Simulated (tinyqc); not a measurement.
## Frequency dispersion of an accumulation capacitance by border traps, distributed model: effect of the semiconductor capacitance in accumulation

Traps spread evenly through the insulator exchange electrons with the semiconductor by tunnelling, with tau(x) = t0 exp(2 ka x) at depth x from the interface. The admittance per area Y seen at depth x obeys dY/dx = -Y^2/(i w eps0 eox) + q Nb ln(1 + i w tau)/tau, with Y(0) = i w Cs and w = 2 pi f; the gate sees Y(tox) = G + i w C. Working variable y = Y/(i w), in uF/cm^2. Cox = eps0 eox/tox.

Cox; trap-free value 1/(1/Cox + 1/Cs); response depth d = ln(1/(w t0))/(2 ka), where w tau = 1; lumped estimate: all traps within d act as C_bt = q Nb d placed at d/2, so C = 1/{1/[1/(1/Cs + d/(2 eps0 eox)) + C_bt] + (tox - d/2)/(eps0 eox)}. C and G from a fine integration; dispersion -d C/d log10 f over C, from f times and over 1.1. For a broad spread of time constants G/w is close to -(pi/2) dC/d ln w.

Parameters, values chosen for the exercise; permittivity close to that of aluminium oxide:
```
symbol   value         unit                                               meaning
eox       8.67                             relative permittivity of the insulator
tox        4.3           nm                                   insulator thickness
Nb      8.9e18  cm^-3 eV^-1                               density of border traps
ka         3.7         1/nm  decay constant of the wave function in the insulator
t0       2e-11            s              time constant of a trap at the interface
f          1e6           Hz                                             frequency
```

Constants: q = 1.602176634e-19 C, eps0 = 8.8541878128e-14 F/cm where lengths are in cm. Results are converted to the units shown.

The same in every row: d (nm) = 1.214.

Result of one run:

| C (uF/cm^2) | G/w (uF/cm^2) | dispersion (% a decade) | -(pi/2) dC/d ln w (uF/cm^2) | lumped C (uF/cm^2) | trap-free C (uF/cm^2) |
|---|---|---|---|---|---|
| 0.8579 | 0.01363 | 2.327 | 0.01362 | 0.8484 | 0.7847 |

Which semiconductor capacitance in accumulation Cs gave this result: 0.2, 0.39, 1.4, 2.8 or 5.4 uF/cm^2?

Cs = 1.4 uF/cm^2.

The whole series:

| Cs (uF/cm^2) | C (uF/cm^2) | G/w (uF/cm^2) | dispersion (% a decade) | -(pi/2) dC/d ln w (uF/cm^2) | lumped C (uF/cm^2) | trap-free C (uF/cm^2) |
|---|---|---|---|---|---|---|
| 0.2 | 0.3298 | 0.02311 | 10.26 | 0.02308 | 0.3141 | 0.1799 |
| 0.39 | 0.4499 | 0.02073 | 6.748 | 0.02071 | 0.4358 | 0.3201 |
| 0.75 | 0.6307 | 0.01740 | 4.041 | 0.01739 | 0.6188 | 0.5281 |
| 1.4 | 0.8579 | 0.01363 | 2.327 | 0.01362 | 0.8484 | 0.7847 |
| 2.8 | 1.135 | 0.009670 | 1.247 | 0.009653 | 1.128 | 1.090 |
| 5.4 | 1.368 | 0.006869 | 0.7333 | 0.006844 | 1.363 | 1.342 |
| 10 | 1.532 | 0.005198 | 0.4945 | 0.005166 | 1.527 | 1.515 |
| 20 | 1.650 | 0.004137 | 0.3641 | 0.004099 | 1.647 | 1.639 |

As Cs goes from 0.2 to 20, C rises from 0.330 to 1.65 uF/cm^2, the dispersion falls from 10.3 to 0.364 % a decade and G/w falls from 0.0231 to 0.00414 uF/cm^2. The lumped estimate is 4.8 % below C in the first row and 0.23 % below it in the last. The same traps disperse C more when Cs is small, since they then add to the weaker series term.

Computed by the program tinyqc: `OMP_NUM_THREADS=1 python tinyqc.py 2202213 2202214 out.jsonl`, one thread of a shared Intel Xeon 2.30GHz, about 0.4 s for the whole run.
